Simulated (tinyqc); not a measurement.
## Body thickness for a wanted scale length

Problem. A double-gate structure has tan(pi ti/Lambda) tan(pi ts/(2 Lambda)) = ei/eps_r, both angles below pi/2. Find ts.

Values chosen for this exercise; permittivities: semiconductor close to that of indium arsenide, insulator close to that of hafnium oxide: relative permittivity of the semiconductor eps_r = 15.2; relative permittivity of the insulator ei = 21.7; insulator thickness ti = 12 nm.

Lambda = 33.694417 nm

Answer. The condition is explicit in ts: an arctangent, taken between 0 and pi/2.

ts = 13.0 nm

Computed by the program tinyqc: `OMP_NUM_THREADS=1 python tinyqc.py 2420079 2420080 out.jsonl`, one thread of a shared Intel Xeon 2.30GHz, about 0.01 s for the whole run.
